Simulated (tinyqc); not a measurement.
# Thermoelectric coefficients with energy filtering, Landauer integrals: what changes with what

Bulk parabolic band, x = (E - Ec)/kB T, C = hbar^2/(2 m0), kB T in eV. Modes per area gv m kB T x/(4 pi C) times the back-scattering length l0 x^rr give the transport function s0 X(x), s0 = (2 q^2/h) gv m kB T l0/(4 pi C), X = x^(1 + rr), multiplied by tb for x < xb. I_k = int X (x - eta)^k w dx, w = 1/(4 cosh^2((x - eta)/2)).

Parameters, values chosen for the exercise:
- T = 500 K (temperature)
- m = 0.22 m0 (mass of one valley)
- gv = 4 (valleys)
- l0 = 2.6 nm (back-scattering length at x = 1)
- rr = 0.5 (energy exponent of that length)
- kL = 2.2 W/(m K) (lattice thermal conductivity)
- eta = 4.4 (reduced Fermi level (EF - Ec)/kB T)
- xb = 4.3 (barrier height over kB T, above Ec)
- tb = 0.05 (share of the transport function left below the barrier)

Constants: q = 1.602176634e-19 C, kB = 1.380649e-23 J/K, hbar = 1.054571817e-34 J s, h = 6.62607015e-34 J s, m0 = 9.1093837015e-31 kg, Vt = kB T/q, hbar^2/(2 m0) = 0.0380998212 eV nm^2. Results are converted to the units shown.

Each table varies one quantity; the others keep the values above.

## Effect of the Fermi level

sigma = s0 I_0, S = -(kB/q) I_1/I_0, Lorenz number L = (kB/q)^2 [I_2/I_0 - (I_1/I_0)^2], kappa_e = L sigma T. Power factor S^2 sigma, ZT = S^2 sigma T/(kappa_e + kL). The integrals are converged.

Effect of the Fermi level:

| eta | sigma (S/cm) | S (uV/K) | kappa_e (W/(m K)) | power factor (mW/(m K^2)) | ZT |
|---|---|---|---|---|---|
| -0.7 | 17.078 | -476.74 | 0.022105 | 0.38815 | 0.087338 |
| 0.3 | 43.997 | -403.96 | 0.050733 | 0.71797 | 0.15950 |
| 1.3 | 109.64 | -336.59 | 0.10577 | 1.2421 | 0.26935 |
| 2.3 | 262.26 | -270.76 | 0.21088 | 1.9226 | 0.39874 |
| 3.3 | 581.62 | -205.84 | 0.42814 | 2.4643 | 0.46883 |
| 4.3 | 1119.3 | -147.93 | 0.86054 | 2.4495 | 0.40017 |
| 5.3 | 1797.5 | -104.63 | 1.5628 | 1.9677 | 0.26147 |
| 6.3 | 2493.5 | -77.310 | 2.4546 | 1.4904 | 0.16010 |
| 7.3 | 3176.6 | -61.398 | 3.4097 | 1.1975 | 0.10673 |
| 8.3 | 3867.3 | -51.825 | 4.3656 | 1.0387 | 0.079099 |
| 9.3 | 4583.6 | -45.480 | 5.3178 | 0.94810 | 0.063058 |

What does the comparison show?

sigma rises from 17.1 to 4580 S/cm, and S rises from -477 to -45.5 uV/K. Among the rows the power factor is largest at eta = 3.3 and ZT, 0.469, at eta = 3.3, where S = -206 uV/K.

## Effect of the barrier height

Same model as above.

Results:

| xb | sigma (S/cm) | S (uV/K) | kappa_e (W/(m K)) | power factor (mW/(m K^2)) | ZT |
|---|---|---|---|---|---|
| 0.4 | 1571 | -87.29 | 1.726 | 1.197 | 0.1525 |
| 1.4 | 1567 | -88.35 | 1.695 | 1.223 | 0.1570 |
| 3.4 | 1421 | -111.6 | 1.269 | 1.771 | 0.2552 |
| 4.4 | 1149 | -147.3 | 0.8806 | 2.491 | 0.4043 |
| 5.4 | 770.8 | -198.1 | 0.5661 | 3.025 | 0.5469 |
| 6.4 | 449.6 | -249.2 | 0.4155 | 2.792 | 0.5338 |
| 7.4 | 255.3 | -278.3 | 0.3846 | 1.977 | 0.3825 |
| 8.4 | 157.6 | -267.2 | 0.3791 | 1.125 | 0.2181 |

Estimate the missing row, xb = 2.4.

Computed row:

| xb | sigma (S/cm) | S (uV/K) | kappa_e (W/(m K)) | power factor (mW/(m K^2)) | ZT |
|---|---|---|---|---|---|
| 2.4 | 1537 | -94.12 | 1.562 | 1.361 | 0.1809 |

With this row back in the table: sigma falls from 1570 to 158 S/cm, |S| goes from 87.3 through a maximum of 278 (at xb = 7.4 among the rows listed) to 267 uV/K, and the power factor goes from 1.20 through a maximum of 3.03 (at xb = 5.4 among the rows listed) to 1.12 mW/(m K^2). Without a barrier the power factor at this eta = 4.4 is 1.20; the best row is 2.53 times that. States below the Fermi level add to sigma but subtract from |S|, and the barrier removes them.

Range of the model: Parabolic bands, elastic scattering and a fixed kL make these model figures, not those of a material.

tinyqc, about 0.02 s, one thread, Intel Xeon 2.30GHz (shared host): `OMP_NUM_THREADS=1 python tinyqc.py 2800002 2800003 out.jsonl`
